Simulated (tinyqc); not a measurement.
Worked calculation: plane-wave Kohn-Sham cycle with exchange-only LDA in a layered model solid. Computed by tinyqc, a small Python program that keeps every step. Settings: points = 16, plane-wave index or count = 2, electrons = 2, k points = 1, area = 14.0, mixing = 1.0, iteration cap = 51, Kerker q0 = 0.88. Command: `OMP_NUM_THREADS=1 python tinyqc.py 27105 27106 out.jsonl` (the two numbers bound the seeds that draw the settings). One thread of a shared host (Intel(R) Xeon(R) Processor @ 2.60GHz), about 0.02 s of CPU time with the checks. Later iterations appear only in the table of the cycle.

## Iteration 1: potential

A solid whose potential varies along x alone (atomic units):

| parameter | value |
|---|---|
| period a | 14.800000 |
| cross-section of the cell | 14.000000 |
| electrons per cell | 2 |
| grid points | 16 |
| plane waves -n..n, n | 2 |
| k points | 1 |
| V1 in V1 cos(2 pi x/a) | -0.720000 |
| V2 in V2 cos(4 pi x/a) | -0.250000 |

density at the start, on the grid x_j = j a/N (e/bohr^3): 0.00965251  0.00965251  0.00965251  0.00965251  0.00965251  0.00965251  0.00965251  0.00965251  0.00965251  0.00965251  0.00965251  0.00965251  0.00965251  0.00965251  0.00965251  0.00965251

V_H(G) = 4 pi rho(G)/G^2 for G != 0 (uniform background); v_x = -(3 rho/pi)^(1/3); V = V_ext + V_H + v_x; Fourier components f(G_m) = (1/N) sum_j f(x_j) exp(-i G_m x_j).

Potentials on the grid (hartree):

| x | V_ext | V_H | v_x | V |
|---|---|---|---|---|
| 0.000000 | -0.970000 | 0.000000 | -0.209670 | -1.179670 |
| 0.925000 | -0.841970 | 0.000000 | -0.209670 | -1.051640 |
| 1.850000 | -0.509117 | 0.000000 | -0.209670 | -0.718787 |
| 2.775000 | -0.098755 | 0.000000 | -0.209670 | -0.308426 |
| 3.700000 | 0.250000 | 0.000000 | -0.209670 | 0.040330 |
| 4.625000 | 0.452309 | 0.000000 | -0.209670 | 0.242638 |
| 5.550000 | 0.509117 | 0.000000 | -0.209670 | 0.299446 |
| 6.475000 | 0.488417 | 0.000000 | -0.209670 | 0.278746 |
| 7.400000 | 0.470000 | 0.000000 | -0.209670 | 0.260330 |
| 8.325000 | 0.488417 | 0.000000 | -0.209670 | 0.278746 |
| 9.250000 | 0.509117 | 0.000000 | -0.209670 | 0.299446 |
| 10.175000 | 0.452309 | 0.000000 | -0.209670 | 0.242638 |
| 11.100000 | 0.250000 | 0.000000 | -0.209670 | 0.040330 |
| 12.025000 | -0.098755 | 0.000000 | -0.209670 | -0.308426 |
| 12.950000 | -0.509117 | 0.000000 | -0.209670 | -0.718787 |
| 13.875000 | -0.841970 | 0.000000 | -0.209670 | -1.051640 |

V(G_m), m = 0, 1, 2, ... (hartree): -0.209670  -0.360000  -0.125000  0.000000  0.000000

## Iteration 1: Hamiltonian at one k

k = 0.000000 2 pi / a

H(m,m') = (k + G_m)^2/2 delta + V(G_m - G_m'), with V(-G) = V(G).

H (hartree), lower triangle:
```
           -2         -1         +0         +1        +2
-2   0.150797
-1  -0.360000  -0.119554
+0  -0.125000  -0.360000  -0.209670
+1   0.000000  -0.125000  -0.360000  -0.119554
+2   0.000000   0.000000  -0.125000  -0.360000  0.150797
```

## Iteration 1: levels at that k

Diagonalise the Hermitian matrix.

eigenvalues (hartree): -0.879732  -0.289141  0.172794  0.403511  0.445384

## Iteration 1: new density

Motion across x is left out: the lowest 1 band(s) hold two electrons at each of the k points (j + 1/2)/nk - 1/2. Residual R = rho(out) - rho(in); rho(new) = rho(in) + 1 R, with R(G) scaled by G^2/(G^2 + 0.88^2) (Kerker). rho(out) = 2/(a A nk) sum |psi|^2 with psi = sum c exp(i G x). Harris energy E = band energy - dV sum rho (V_H/2 + v_x) + (3/4) dV sum rho v_x with rho(in), dV = a A/N, band energy = (2/nk) sum of the filled levels.

rho(out) (e/bohr^3): 0.04288780  0.03438062  0.01687191  0.00408498  0.00015579  0.00010779  0.00005460  0.00003665  0.00016768  0.00003665  0.00005460  0.00010779  0.00015579  0.00408498  0.01687191  0.03438062

density after iteration 1 (e/bohr^3): 0.02208532  0.01742177  0.00866872  0.00425026  0.00543806  0.00776880  0.00876130  0.00916921  0.00939861  0.00916921  0.00876130  0.00776880  0.00543806  0.00425026  0.00866872  0.01742177

energy per cell = -1.65462923 hartree

## Iteration 2: potential

As before.

Potentials on the grid (hartree):

| x | V_ext | V_H | v_x | V |
|---|---|---|---|---|
| 0.000000 | -0.970000 | 0.337567 | -0.276286 | -0.908719 |
| 0.925000 | -0.841970 | 0.275195 | -0.255283 | -0.822057 |
| 1.850000 | -0.509117 | 0.133115 | -0.202290 | -0.578292 |
| 2.775000 | -0.098755 | -0.002682 | -0.159513 | -0.260950 |
| 3.700000 | 0.250000 | -0.085717 | -0.173170 | -0.008886 |
| 4.625000 | 0.452309 | -0.124317 | -0.195033 | 0.132959 |
| 5.550000 | 0.509117 | -0.141286 | -0.203008 | 0.164823 |
| 6.475000 | 0.488417 | -0.148196 | -0.206111 | 0.134109 |
| 7.400000 | 0.470000 | -0.149792 | -0.207816 | 0.112392 |
| 8.325000 | 0.488417 | -0.148196 | -0.206111 | 0.134109 |
| 9.250000 | 0.509117 | -0.141286 | -0.203008 | 0.164823 |
| 10.175000 | 0.452309 | -0.124317 | -0.195033 | 0.132959 |
| 11.100000 | 0.250000 | -0.085717 | -0.173170 | -0.008886 |
| 12.025000 | -0.098755 | -0.002682 | -0.159513 | -0.260950 |
| 12.950000 | -0.509117 | 0.133115 | -0.202290 | -0.578292 |
| 13.875000 | -0.841970 | 0.275195 | -0.255283 | -0.822057 |

V(G_m), m = 0, 1, 2, ... (hartree): -0.204557  -0.258768  -0.098153  0.001615  0.000802

## Iteration 2: Hamiltonian at one k

k = 0.000000 2 pi / a

As before.

H (hartree), lower triangle:
```
           -2         -1         +0         +1        +2
-2   0.155910
-1  -0.258768  -0.114440
+0  -0.098153  -0.258768  -0.204557
+1   0.001615  -0.098153  -0.258768  -0.114440
+2   0.000802   0.001615  -0.098153  -0.258768  0.155910
```

## Iteration 2: levels at that k

As before.

eigenvalues (hartree): -0.670565  -0.204713  0.114306  0.295820  0.343533

## Iteration 2: new density

As before.

rho(out) (e/bohr^3): 0.04186844  0.03389045  0.01725480  0.00465504  0.00032780  0.00003212  0.00002687  0.00003242  0.00013269  0.00003242  0.00002687  0.00003212  0.00032780  0.00465504  0.01725480  0.03389045

density after iteration 2 (e/bohr^3): 0.02794121  0.02181900  0.00985237  0.00273800  0.00299700  0.00574619  0.00746071  0.00830686  0.00865872  0.00830686  0.00746071  0.00574619  0.00299700  0.00273800  0.00985237  0.02181900

energy per cell = -1.29471781 hartree

## Convergence

Stop when sqrt(dV sum R^2) is below 1e-8, dV = a A/N.

Course of the cycle:

| iteration | E (hartree) | norm of the residual |
|---|---|---|
| 1 | -1.65462923 | 2.07e-01 |
| 2 | -1.29471781 | 1.47e-01 |
| 3 | -1.08105321 | 1.11e-01 |
| 4 | -0.95225276 | 8.64e-02 |
| 5 | -0.87568482 | 6.57e-02 |
| 6 | -0.83573270 | 3.84e-02 |
| 7 | -0.83343443 | 5.61e-02 |
| 8 | -0.84585630 | 5.15e-02 |
| 9 | -0.83153049 | 3.60e-02 |
| 10 | -0.83737143 | 4.13e-02 |
| 11 | -0.83493996 | 6.96e-02 |
| ... | ... | ... |
| 41 | -0.82997539 | 9.45e-03 |
| 42 | -0.83011279 | 1.05e-02 |
| 43 | -0.83061830 | 2.30e-02 |
| 44 | -0.83329127 | 3.20e-02 |
| 45 | -0.83523386 | 7.21e-02 |
| 46 | -0.85488011 | 5.92e-02 |
| 47 | -0.82996449 | 9.09e-03 |
| 48 | -0.83008406 | 9.94e-03 |
| 49 | -0.83053885 | 2.16e-02 |
| 50 | -0.83292354 | 3.07e-02 |
| 51 | -0.83503640 | 7.05e-02 |

Not converged within 51 iterations: the residual wanders without falling. Reruns (cap 100 unless said): mixing 0.1: not converged; mixing 0.5, Kerker q0 1.0: converged in 65 (E = -0.82985); mixing 0.3, Pulay depth 5: converged in 39 (E = -0.82985); the original settings with a cap of 400: not converged.
